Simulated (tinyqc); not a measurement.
What each parameter does: temperature and isotope dependence of a band gap in oscillator models.

E(T) = E0 - sum_i sl_i th_i n_i(T), n = 1/(exp(th/T) - 1). The same coupling lowers the gap at 0 K by the zero-point term ZP = sum_i sl_i th_i/2, so the gap of the static lattice is E0 + ZP. Thermal expansion is taken as part of the slopes.

Parameters, chosen for this exercise (near those of Si; the results hold for these values, not for the real material): E0 = 1.16 eV (gap at 0 K); th = (147, 564) K (temperatures of two oscillators); sl = (0.0689, 0.2591) meV/K (their high-temperature slopes); T = 300 K (temperature).

Gap at T, slope -sum sl_i (th_i/T)^2 n_i (1 + n_i) and ZP.

Results for these values:
```
case,E(T) (eV),dE/dT (meV/K),ZP (meV)
base,1.1177,-0.2621,78.13
```

What happens to each result for th = (147, 676) K, all else kept?

Answer: E(T) rises from 1.1177 to 1.1234; dE/dT rises from -0.2621 to -0.2401; ZP rises from 78.13 to 92.64.

The same for each parameter in turn:
```
case,E(T) (eV),dE/dT (meV/K),ZP (meV)
base,1.1177,-0.2621,78.13
T = 340 K,1.1069,-0.2749,78.13
E0 = 1.17 eV,1.1277,-0.2621,78.13
"th = (147, 676) K",1.1234,-0.2401,92.64
"sl = (0.0896, 0.2591) meV/K",1.1129,-0.2824,79.65
```

(tinyqc, `OMP_NUM_THREADS=1 python tinyqc.py 1850666 1850667 out.jsonl`, Intel(R) Xeon(R) Processor @ 2.30GHz, 1 thread, shared host, about 0.01 s.)
